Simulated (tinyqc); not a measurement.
Koster-Slater impurity in a tight-binding band, by Green functions and by supercells: one step, computed by the program tinyqc.

One orbital per site, e(k) = -2 t sum cos(k_i) over 2 direction(s), band from -4 t to 4 t, lattice constant 1. One site has the extra energy U. Spin is left out.

Task: The host Green function outside the band. Outside the band G0(E) = (2/(pi E)) K(m), m = 16 t^2/E^2, K the complete elliptic integral with parameter m. A bound state solves 1/U = G0(E). Energies: 0.05, 0.2, 0.5, 1, 2, 4 and 8 t beyond the band edge on the side of U, rounded to four digits.

Inputs (values chosen for the exercise, for a model band): hopping t = 0.86 eV; impurity potential U = 5.98 eV.

Lattice: square.

Give: Scan on the side of U.

Result:

Scan on the side of U:
```
E (eV),G0 (1/eV),1/U - G0 (1/eV)
3.483,0.5948,-0.4275
3.612,0.4604,-0.2932
3.870,0.3677,-0.2005
4.300,0.2954,-0.1282
5.160,0.2233,-0.0560
6.880,0.1560,0.0112
10.320,0.0998,0.0675
```

G0 diverges at the band edge, so any U binds a state, exponentially weakly when U is small.
